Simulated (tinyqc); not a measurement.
# Worked calculation: charge-trap memory cell

tinyqc, about 0.06 s, one thread, Intel Xeon 2.30GHz (shared host): `OMP_NUM_THREADS=1 python tinyqc.py 2130153 2130154 out.jsonl` Printed values are rounded.

Channel, tunnel oxide, storage layer, blocking layer, gate. N electrons per area sit in a sheet at the centroid and shift the threshold by U = (q/eps0) N (tb/eb + xc tn/en). EOT = t1 + 3.9 (tn/en + tb/eb); tunnel field F = (Vg - U)/EOT; dN/dt = eta (J/q)(1 - N/Nm). Fowler-Nordheim: J = A F^2 exp(-B/F), A = q^2/(16 pi^2 hbar mo phi) (times 1e14 for A/cm^2 with F in V/nm, emitter mass m0), B = (4/3) sqrt(mo/C) phi^1.5, C = hbar^2/(2 m0).

Parameters, values chosen for the exercise; oxide values close to those of silicon dioxide, storage layer close to silicon nitride, blocking layer close to aluminium oxide:
- phi = 3.1 eV (tunnel barrier)
- mo = 0.44 m0 (tunnelling mass)
- t1 = 5.2 nm (tunnel oxide (permittivity 3.9))
- tn = 6.7 nm (storage layer)
- en = 7.3 (its relative permittivity)
- tb = 13.9 nm (blocking layer)
- eb = 9 (its relative permittivity)
- xc = 0.62 (charge centroid, share of tn counted from the blocking side)
- eta = 0.65 (capture efficiency of an empty layer)
- Nm = 1.3e13 cm^-2 (trap density)
- T = 398 K (storage temperature)
- E1 = 0.98 eV (shallowest trap depth)
- E2 = 2.15 eV (deepest trap depth)
- nu = 1e13 1/s (attempt frequency)
- Vg = 18.8 V (gate voltage less flat band and surface potential)
- d0 = 1e-7 s (first time step)
- gr = 1.4 (growth of the step)
- n = 8 (steps)

Constants: q = 1.602176634e-19 C, kB = 1.380649e-23 J/K, hbar = 1.054571817e-34 J s, m0 = 9.1093837015e-31 kg, Vt = kB T/q, eps0 = 8.8541878128e-14 F/cm where lengths are in cm, hbar^2/(2 m0) = 0.0380998212 eV nm^2. Results are converted to the units shown.

Range of the model: The Fowler-Nordheim form needs F t1 above phi; trap-assisted paths and leakage through the blocking layer are left out.

## Constants of the stack

EOT, the shift for 1e12 electrons per cm^2, the shift with all traps full, and the starting field, current and rate.

EOT = 14.8028 nm
shift for 1e12 cm^-2 = 0.382438 V
shift with all traps full = 4.97169 V
F(0) = 1.27003 V/nm
J(0) = 0.636421 A/cm^2
dN/dt at the start = 2.58195e18 cm^-2 s^-1

## Midpoint steps of growing length

N(half) = N + (d/2) r(N), N(new) = N + d r(N(half)), r = dN/dt; the step starts at d0 and is multiplied by gr each time. Field in the blocking layer (3.9 F + q N/eps0)/eb.

```
step	t (s)	N (cm^-2)	U (V)	F (V/nm)	blocking field (V/nm)
0	0	0	0.00000	1.27003	0.550347
1	1e-7	2.41580e11	0.09239	1.26379	0.552499
2	2.4e-7	5.35193e11	0.20468	1.25620	0.555116
3	4.36e-7	8.81433e11	0.33709	1.24726	0.558201
4	7.104e-7	1.27737e12	0.48851	1.23703	0.561729
5	1.09456e-6	1.71692e12	0.65661	1.22567	0.565645
6	1.63238e-6	2.19191e12	0.83827	1.21340	0.569877
7	2.38534e-6	2.69333e12	1.03003	1.20045	0.574345
8	3.43947e-6	3.21242e12	1.22855	1.18704	0.578970
```

A converged integration gives U = 1.240 V at the last time; the steps are 0.89 % below that. The tunnel field falls by 6.53 % while the blocking field rises by 5.20 %.

## Retention after ten years

Retention: filled traps are spread evenly in depth from E1 to E2, and each empties at the rate nu exp(-E/kB T). The share left is the mean of exp(-nu t exp(-E/kB T)) = [kB T/(E2 - E1)] [E1x(nu t exp(-E2/kB T)) - E1x(nu t exp(-E1/kB T))], E1x the exponential integral; traps shallower than about Ed = kB T ln(nu t) are empty. t = 3.15576e8 s.

Ed = 1.69782 eV
share left = 0.369557
loss a decade while Ed lies between E1 and E2, kB T ln 10/(E2 - E1) = 0.0674972

The sharp-edge estimate (E2 - Ed)/(E2 - E1) is 0.386; the true edge lies 0.577 kB T deeper.
